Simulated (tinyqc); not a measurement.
Changing the aspect ratio a: atomic layer deposition: Langmuir saturation, growth per cycle and coating of deep features. Computed by tinyqc, a small Python program. Command: `OMP_NUM_THREADS=1 python tinyqc.py 3023002 3023003 out.jsonl ald sweep`. One thread of a shared host (Intel(R) Xeon(R) Processor @ 2.30GHz), about 0.01 s of CPU time with the checks.

Precursor A sticks only on free sites, so a long enough pulse saturates; co-reactant B then frees the sites again.

Inputs (values chosen for the exercise, modelled on silicon dioxide from an aminosilane and ozone): precursor mass M = 174 u; site density q = 2.9 1/nm^2; sticking probability beta on free sites = 0.00048; precursor pressure p = 0.77 Pa; temperature T = 125 C; pulse time t = 1.7 s; desorption energy E_d = 1.33 eV.

Feature: round hole.

Constants: u = 1.6605390666e-27 kg; k_B = 1.380649e-23 J/K; k_B = 8.617333262e-05 eV/K.

Method:
- Wall flux F = p/sqrt(2 pi M k_B T); rate of filling k_a = beta F/q; desorption k_d = 1e13 exp(-E_d/(k_B T)) per second. 1/m^2 = 1e-18/nm^2.
- Temperatures in kelvin are T(C) + 273.15.
- Diffusion-limited filling (Gordon) of a round hole of diameter w: a saturation front at depth z needs dz/dt = D_K n/(z (4q/w)), with Knudsen D_K = w c/3 and F = n c/4; including the entrance and floor terms, t = (q/F)(1 + 19a/4 + 3a^2/2). Reaction-limited filling needs ln(100)/k_a at any depth, k_a = beta F/q. Flow is molecular. The front picture holds when the modulus a sqrt(beta) is well above 1.
- Depth reached by the given pulse: solve the same formula for a. Exposure = p x diffusion-limited time; 1 langmuir = 1.33322e-4 Pa s.

One run for each value:
```
aspect ratio a  diffusion-limited time (s)  exposure (langmuir)     modulus
1                               2.7277e-03           1.5754e+01  2.1909e-02
2.2                             7.0394e-03           4.0656e+01  4.8200e-02
4.7                             2.1242e-02           1.2268e+02  1.0297e-01
10                              7.4683e-02           4.3133e+02  2.1909e-01
22                              3.1284e-01           1.8068e+03  4.8200e-01
49                              1.4430e+00           8.3338e+03  1.0735e+00
110                             7.0257e+00           4.0577e+04  2.4100e+00
230                             3.0266e+01           1.7480e+05  5.0390e+00
500                             1.4198e+02           8.2002e+05  1.0954e+01
```

Over the rows, diffusion-limited time (s) rises from 0.00273 to 142 (exponent d ln y / d ln x 1.2 between the first rows and 2.0 between the last); exposure (langmuir) rises from 15.8 to 820000 (exponent d ln y / d ln x 1.2 between the first rows and 2.0 between the last); modulus rises from 0.0219 to 11.0 (exponent d ln y / d ln x about 1.0 throughout). At the high end the exponent of diffusion-limited time is 1.99, close to 2: diffusion into a deep feature. The wall area to coat grows as a and the conductance to the front falls as 1/a, hence a^2 for deep features.

Caution (rows 1.00, 2.20, 4.70, 10.0, 22.0, 49.0, 110): the modulus is not well above 1 or the Gordon time is under three times ln(100)/k_a, so there is no sharp front: the Gordon time is only a lower bound and the reaction time must be met as well.
